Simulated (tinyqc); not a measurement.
# Read current of a NAND string, cells in series solved by shooting: two studies

Cells in series, numbered from 0 at the source line (0 V) to the bit line, each followed by a gap resistance Rg. A cell with gate Vg, threshold VT, source Vs and drain Vd passes I = 2 nf K Vt^2 [F(Vs) - F(Vd)]/(1 + th max(Vg - VT, 0)), F(V) = ln^2(1 + exp((Vg - VT - nf V)/(2 nf Vt))). The selected cell has Vg = Vr, the others Vg = Vp.

Values chosen for this exercise; values of the order met in vertical NAND strings: temperature T = 358 K; gain factor of a cell K = 9.4 uA/V^2; slope factor nf = 2.5; mobility reduction factor th = 0.1 1/V; resistance of the gap between cells Rg = 16 kohm; bit-line voltage Vbl = 0.4 V; pass voltage Vp = 7.3 V; threshold of an erased cell Ve = -1.5 V; threshold of the highest state Vh = 3.2 V; threshold of the selected cell Vx = 1.9 V; sensing current Is = 20 nA; read voltage on the selected word line Vr = 3.45 V.

Constants: q = 1.602176634e-19 C, kB = 1.380649e-23 J/K, Vt = kB T/q. Results are converted to the units shown.

Each table varies one quantity; the others keep the values above.

## Read current against the number of cells

For a trial current I start at 0 V and, cell by cell, solve for the drain: sqrt(F(Vd)) = sqrt(F(Vs) - I/k), k = 2 nf K Vt^2/(1 + th max(Vg - VT, 0)), Vd = [Vg - VT - 2 nf Vt ln(exp(sqrt F) - 1)]/nf, then add I Rg. The string current is the I for which the last node reaches Vbl. The apparent threshold is the Vr at which I = Is. Background: all other cells erased (VT = Ve) or all in the highest state (VT = Vh); ratio and shift are high over erased and high minus erased. The selected cell is in the middle, cell n/2.

Results:

| n | I, others erased (uA) | I, others high (uA) | ratio | apparent VT, erased (V) | apparent VT, high (V) | background shift (mV) |
|---|---|---|---|---|---|---|
| 8 | 0.9626 | 0.7446 | 0.7735 | 1.900 | 1.903 | 2.808 |
| 16 | 0.5442 | 0.4010 | 0.7369 | 1.908 | 1.914 | 5.632 |
| 32 | 0.2907 | 0.2083 | 0.7164 | 1.924 | 1.935 | 11.32 |
| 64 | 0.1504 | 0.1062 | 0.7057 | 1.955 | 1.978 | 22.90 |
| 96 | 0.1015 | 0.07123 | 0.7021 | 1.987 | 2.021 | 34.73 |
| 192 | 0.05133 | 0.03585 | 0.6984 | 2.081 | 2.154 | 72.38 |

Estimate the missing row, n = 128.

Computed row:

| n | I, others erased (uA) | I, others high (uA) | ratio | apparent VT, erased (V) | apparent VT, high (V) | background shift (mV) |
|---|---|---|---|---|---|---|
| 128 | 0.07655 | 0.05360 | 0.7002 | 2.018 | 2.065 | 46.85 |

With this row back in the table: With erased neighbours the current falls from 0.963 to 0.0513 uA, as n^(-0.82) between the first two rows and n^(-0.99) between the last two (-1 once the series resistance rules). The ratio falls from 0.774 to 0.698 and the background shift rises from 2.81 to 72.4 mV.

## Effect of the position of the selected cell

Same model as above.

The string has 64 cells, numbered from the source.

Effect of the position of the selected cell:

| j | I, others erased (uA) | I, others high (uA) | ratio | apparent VT, erased (V) | apparent VT, high (V) | background shift (mV) |
|---|---|---|---|---|---|---|
| 0 | 0.1523 | 0.1069 | 0.7018 | 1.892 | 1.892 | 0.003830 |
| 9 | 0.1519 | 0.1068 | 0.7027 | 1.910 | 1.916 | 6.343 |
| 18 | 0.1515 | 0.1066 | 0.7037 | 1.928 | 1.940 | 12.76 |
| 27 | 0.1508 | 0.1063 | 0.7049 | 1.945 | 1.964 | 19.25 |
| 36 | 0.1501 | 0.1060 | 0.7064 | 1.963 | 1.989 | 25.83 |
| 45 | 0.1491 | 0.1056 | 0.7084 | 1.981 | 2.013 | 32.48 |
| 54 | 0.1477 | 0.1050 | 0.7108 | 1.998 | 2.038 | 39.22 |
| 63 | 0.1457 | 0.1040 | 0.7139 | 2.016 | 2.062 | 46.04 |

Read the table: what changes, and by how much?

From the source end to the bit-line end the apparent VT with high neighbours rises from 1.892 to 2.062 V and the background shift rises from 0.00383 to 46.0 mV. Cells and gaps on the source side raise the source of the selected cell, which costs nf times that voltage in gate drive; those on the drain side only lower its drain voltage.

tinyqc, about 0.5 s, one thread, Intel Xeon 2.30GHz (shared host): `OMP_NUM_THREADS=1 python tinyqc.py 2142121 2142122 out.jsonl`
